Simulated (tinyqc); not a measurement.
CISD on RHF in the sto-6g basis, for H2, spin multiplicity 1, step by step. One step of it, computed by the program tinyqc.

Problem. CISD: roots. Diagonalise (each vector has its largest component positive (the first on a tie)); all determinants have Ms = 0, so triplets appear too. The lowest singlet root is the correlation energy.

Occupation strings over the orbitals (2 doubly, a alpha, b beta, 0 empty; spin orbitals ordered 1a 1b 2a 2b ...): 20 02

H - E(HF) between determinants (hartree), order 20, 02:
$$\begin{pmatrix}
0.000000 & 0.176295 \\
0.176295 & 1.841172
\end{pmatrix}$$

Give: lowest roots of this matrix, relative to E(HF); lowest vectors; <S^2> of these roots; weight of the ground state by excitation level 0, 1, 2, ....

Solution.

lowest roots of this matrix, relative to E(HF) (hartree): [-0.0167, 1.8579]

lowest vectors, order 20, 02:
$$\begin{pmatrix}
0.9955 & 0.0945 \\
-0.0945 & 0.9955
\end{pmatrix}$$

<S^2> of these roots: [0.0000, 0.0000]

weight of the ground state by excitation level 0, 1, 2, ...: [0.9911, 0.0000, 0.0089]

With one virtual orbital singles and doubles already span the full space.
